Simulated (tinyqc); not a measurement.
Landau-Devonshire theory of a uniaxial ferroelectric: one step, computed by the program tinyqc. Command: `OMP_NUM_THREADS=1 python tinyqc.py 3000249 3000250 out.jsonl ferro walk`. One thread of a shared host (Intel(R) Xeon(R) Processor @ 2.30GHz), about 0.01 s of CPU time with the checks.

G(P) = (alpha/2) P^2 + (beta*/4) P^4 + (gamma/6) P^6 - E P per volume, SI units, one domain, P along the polar axis.

Problem. A capacitor with imperfect screening. Between shorted electrodes with screening length lambda each, the depolarising field is -k P, k = 2 lambda/(eps_0 (d + 2 lambda eps_b)), so alpha turns into alpha + k. Ps^2 = [-beta* + sqrt(beta*^2 - 4 alpha gamma)]/(2 gamma). The polar state is the lowest uniform state while alpha + k < 0 (beta* > 0) or < 3 beta*^2/(16 gamma) (beta* < 0); setting the equality gives the critical thickness d_c.

Inputs (values chosen for the exercise, for a model ferroelectric): Curie-Weiss temperature T0 = 410 K; gamma = 2.4e+09 J m^9/C^6; temperature T = 314 K; film thickness d = 23 nm; screening length lambda = 0.017 nm; background permittivity eps_b = 20.

Sample: free crystal.

alpha = -1.219200e+08 J m/C^2

beta* = -3.90e+08 J m^5/C^4

Constants: eps_0 = 8.8541878128e-12 F/m.

Give: depolarising coefficient k; polarisation of the film; size of the depolarising field; critical thickness d_c.

Solution.

depolarising coefficient k = 1.6216e+08 J m/C^2

polarisation of the film = 0 microcoulomb/cm^2

size of the depolarising field = 0 MV/m

critical thickness d_c = 28.019 nm

The film is thinner than d_c, so the uniform polar state is not the lowest one; a real film may break into domains or be non-polar.
